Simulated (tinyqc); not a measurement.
Worked calculation: RKS/PBE in the sto-6g basis, for BeH+, spin multiplicity 1. One step of it, computed by the program tinyqc.

Problem. Iteration 2: DIIS coefficients. Solve [B -1; -1 0][c; lambda] = [0; -1] for the coefficients, which sum to one.

B (overlaps of the stored error matrices):
$$\begin{pmatrix}
6.1751279e-01 & -2.7622435e-01 \\
-2.7622435e-01 & 1.7270919e-01
\end{pmatrix}$$

Give: DIIS coefficients.

Solution.

DIIS coefficients: [0.3344, 0.6656]
